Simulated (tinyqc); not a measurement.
Leakage through a gate insulator: direct, Fowler-Nordheim, trap-assisted and Poole-Frenkel currents: one step, computed by the program tinyqc.

Electrons enter from the cathode Fermi level at x = 0; the conduction band of the insulator lies phi_b - e F x above it, F = V/t. WKB exponents use a parabolic band with mass m.

Task: One trap at several depths. For a level a distance phi(x) below the band, the WKB exponent is 2 int kappa dx with kappa = sqrt(m phi/(hbar^2/2m_0)); for a linear barrier from phi_1 down to phi_2 = max(phi_1 - e F d, 0) it is G = (4/3) sqrt(m/(hbar^2/2m_0)) (phi_1^(3/2) - phi_2^(3/2))/(e F). A trap at depth x lies phi_t below the band. Capture: tunnel at the cathode Fermi level from 0 to x (G_in from phi_1 = phi_b), rate nu_0 exp(-G_in - E_c/k_B T) with E_c = E_a + max(phi_b - phi_t - e F x, 0), the last term being the height of the trap above the cathode Fermi level. Emission: tunnel from the trap level to the anode (G_out from phi_1 = phi_t over t - x), rate nu_0 exp(-G_out - E_a/k_B T). Re-emission to the cathode follows from detailed balance, rate_back = rate_in exp(dE/k_B T) with dE = phi_b - phi_t - e F x. Each trap passes R = rate_in rate_out/(rate_in + rate_back + rate_out) electrons per second; filling from the anode is left out. Depths: t times 0.08, 0.2, 0.32, 0.44, 0.56, 0.68, 0.8 and 0.92, rounded to 0.01 nm.

Inputs (values chosen for the exercise, with an insulator like SiO2):

| quantity | value | unit |
|---|---|---|
| thickness t | 5.6 | nm |
| barrier phi_b | 3.16 | eV |
| tunnelling mass m | 0.46 | m_0 |
| voltage across the insulator V | 3.3 | V |
| trap depth phi_t | 2.1 | eV |
| attempt rate nu_0 | 3e+12 | 1/s |
| activation of capture E_a | 0.068 | eV |
| temperature T | 350 | K |

Constants: k_B = 8.617333262e-05 eV/K; hbar^2/(2 m_0) = 3.80998212 eV angstrom^2.

Give: Rates.

Result:

Rates:

| x (nm) | G_in | G_out | E_c (eV) | rate in (1/s) | rate back (1/s) | rate out (1/s) | R (1/s) |
|---|---|---|---|---|---|---|---|
| 0.45 | 5.44 | 23.93 | 0.8628 | 4.899e-03 | 1.365e+09 | 1.280e+01 | 4.596e-11 |
| 1.12 | 13.09 | 23.93 | 0.4680 | 1.135e+00 | 6.527e+05 | 1.280e+01 | 2.226e-05 |
| 1.79 | 20.15 | 23.93 | 0.0732 | 4.706e+02 | 5.588e+02 | 1.280e+01 | 5.781e+00 |
| 2.46 | 26.58 | 22.94 | 0.0680 | 9.026e-01 | 2.213e-06 | 3.413e+01 | 8.794e-01 |
| 3.14 | 32.38 | 19.80 | 0.0680 | 2.726e-03 | 1.135e-14 | 7.908e+02 | 2.726e-03 |
| 3.81 | 37.28 | 15.52 | 0.0680 | 2.022e-05 | 1.737e-22 | 5.697e+04 | 2.022e-05 |
| 4.48 | 41.22 | 10.34 | 0.0680 | 3.967e-07 | 7.038e-30 | 1.017e+07 | 3.967e-07 |
| 5.15 | 43.82 | 4.39 | 0.0680 | 2.947e-08 | 1.079e-36 | 3.920e+09 | 2.947e-08 |

The most effective of these traps sits at 1.79 nm, 32 % of the way; where rate back exceeds rate out, re-emission drains the trap, and elsewhere the slower forward step limits R.
